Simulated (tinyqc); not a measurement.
MOS inversion layer, Poisson-Schroedinger loop: effect of the sheet density of electrons.

Electrons confined at an insulator interface at z = 0, treated as a hard wall; parabolic valleys, Hartree approximation, no image or exchange terms. The depletion charge lies far deeper than the electrons and gives a uniform field q Nd/(eps0 eps_r); the gate balances all charge. Energies are counted from the band edge at the interface.

Schroedinger equation -(C/mz) psi'' + (V0 + U) psi = E psi, C = hbar^2/(2 m0), psi(0) = 0, on a uniform mesh of 800 nodes with a far wall at 55 nm, 8 levels a set; V0 = q Nd z/(eps0 eps_r); dU/dz = q (Ns - integral of n from 0 to z)/(eps0 eps_r), U(0) = 0; N_k = g md m0 q Vt/(pi hbar^2) ln(1 + exp((EF - E_k)/Vt)), g the number of valleys of the set, sum N_k = Ns. Triangular well: E_k = a_k (C F^2/mz)^(1/3), a_1 = 2.338107, a_2 = 4.087949, C = hbar^2/(2 m0), F in eV/nm. Fang-Howard (all electrons in the lowest level of set A): b^3 = 6 (mz1/C) q (Nd + 11 Ns/32)/(eps0 eps_r), centroid 3/b, level C b^2/(4 mz1) + (3/b) q (Nd + 11 Ns/16)/(eps0 eps_r). The centroid adds 3.9 z_av/eps_r to an oxide-equivalent thickness. Shares under 0.0001 % are printed as 0.

Values chosen for this exercise; masses and permittivity close to those of gallium nitride: temperature T = 200 K; relative permittivity eps_r = 9.45; mass along z of valley set A (1 valley(s)) mz1 = 0.202 m0; in-plane density-of-states mass of set A md1 = 0.2 m0; sheet density of depletion charge Nd = 1.4e11 cm^-2.

Constants: q = 1.602176634e-19 C, kB = 1.380649e-23 J/K, hbar = 1.054571817e-34 J s, m0 = 9.1093837015e-31 kg, Vt = kB T/q, eps0 = 8.8541878128e-14 F/cm where lengths are in cm, hbar^2/(2 m0) = 0.0380998212 eV nm^2. Results are converted to the units shown.

Result of one run:
columns A: A1 (meV); B: A2 (meV); C: EF (meV); D: share of A1 (%); E: share of A2 (%); F: centroid z_av (nm); G: added oxide equivalent (nm); H: Fang-Howard centroid (nm)
```
A      B    C     D     E     F     G     H
227  297  274  89.7  7.63  3.36  1.39  2.99
```

Which sheet density of electrons Ns gave this result: 1e11, 4.5e11, 9.7e11, 2.1e12 or 4.4e12 cm^-2?

Ns = 4.4e12 cm^-2.

The whole series:
columns A: Ns (cm^-2); B: A1 (meV); C: A2 (meV); D: EF (meV); E: share of A1 (%); F: share of A2 (%); G: centroid z_av (nm); H: added oxide equivalent (nm); I: Fang-Howard centroid (nm)
```
A          B     C      D     E     F     G      H     I
1e11    35.0  57.3  -17.2  68.1  19.0  8.25   3.41  6.33
2.1e11  43.9  68.8   5.79  71.4  17.5  7.53   3.11  5.93
4.5e11  60.6  90.2   38.0  76.3  15.1  6.52   2.69  5.32
9.7e11  90.6   128   85.3  81.9  12.0  5.35   2.21  4.54
2.1e12   143   192    159  86.9  9.20  4.24   1.75  3.72
4.4e12   227   297    274  89.7  7.63  3.36   1.39  2.99
9.4e12   372   480    473  89.8  8.15  2.67   1.10  2.36
2e13     614   799    822  86.8  11.4  2.16  0.891  1.85
```

As Ns goes from 1e11 to 2e13, A1 rises from 35.0 to 614 meV, the share of A1 goes from 68.1 through a maximum of 89.8 (at Ns = 9.4e12 among the rows listed) to 86.8 % and the centroid falls from 8.25 to 2.16 nm. A1 goes as Ns^(0.66) between the last two rows (a triangular well in the field of that charge alone gives 2/3). EF lies more than 2 meV above A1 for Ns = 2.1e12, 4.4e12, 9.4e12, 2e13. The Fang-Howard centroid is 23 % below the full one in the first row, where A1 holds 68.1 %, and 14 % below it in the last, where A1 holds 86.8 %.

Program tinyqc, `OMP_NUM_THREADS=1 python tinyqc.py 2160055 2160056 out.jsonl`; Intel Xeon 2.30GHz, shared host, one thread, about 0.6 s.
